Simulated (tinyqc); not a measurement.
Inside a calculation. Method: extended Hueckel theory, for BeH2. One step of it, computed by the program tinyqc.

Task: Orbitals. Solve H C = S C e through S^(-1/2); fill by pairs from the bottom, a degenerate level sharing its electrons equally; each orbital has its largest coefficient positive (the first on a tie).

H (eV), order 1Be 2s, 1Be 2px, 1Be 2py, 1Be 2pz, 2H 1s, 3H 1s:
$$\begin{pmatrix}
-10.000000 & 0.000000 & 0.000000 & 0.000000 & -10.613214 & -10.613214 \\
0.000000 & -6.000000 & 0.000000 & 0.000000 & 0.000000 & 0.000000 \\
0.000000 & 0.000000 & -6.000000 & 0.000000 & -10.574815 & 10.574815 \\
0.000000 & 0.000000 & 0.000000 & -6.000000 & -0.659454 & -0.659454 \\
-10.613214 & 0.000000 & -10.574815 & -0.659454 & -13.600000 & -0.807622 \\
-10.613214 & 0.000000 & 10.574815 & -0.659454 & -0.807622 & -13.600000
\end{pmatrix}$$

overlap S, order 1Be 2s, 1Be 2px, 1Be 2py, 1Be 2pz, 2H 1s, 3H 1s:
$$\begin{pmatrix}
1.000000 & 0.000000 & 0.000000 & 0.000000 & 0.449712 & 0.449712 \\
0.000000 & 1.000000 & 0.000000 & 0.000000 & 0.000000 & 0.000000 \\
0.000000 & 0.000000 & 1.000000 & 0.000000 & 0.539531 & -0.539531 \\
0.000000 & 0.000000 & 0.000000 & 1.000000 & 0.033646 & 0.033646 \\
0.449712 & 0.000000 & 0.539531 & 0.033646 & 1.000000 & 0.029692 \\
0.449712 & 0.000000 & -0.539531 & 0.033646 & 0.029692 & 1.000000
\end{pmatrix}$$

valence electrons = 4

Give: orbital energies; occupations; coefficients; sum of one-electron energies.

Result:

orbital energies (eV): [-16.7384, -14.7754, -6.0180, -6.0000, 7.9031, 25.6162]

occupations: [2.0000, 2.0000, 0.0000, 0.0000, 0.0000, 0.0000]

coefficients, order 1Be 2s, 1Be 2px, 1Be 2py, 1Be 2pz, 2H 1s, 3H 1s:
$$\begin{pmatrix}
0.4294 & 0.0000 & -0.0780 & 0.0000 & 1.2078 & 0.0000 \\
0.0000 & 0.0000 & 0.0000 & 1.0000 & 0.0000 & 0.0000 \\
0.0000 & 0.3139 & 0.0000 & 0.0000 & 0.0000 & 1.5497 \\
0.0084 & 0.0000 & 0.9966 & 0.0000 & 0.1016 & 0.0000 \\
0.4689 & 0.5290 & 0.0196 & 0.0000 & -0.7631 & -1.0042 \\
0.4689 & -0.5290 & 0.0196 & 0.0000 & -0.7631 & 1.0042
\end{pmatrix}$$

sum of one-electron energies = -63.0276 eV
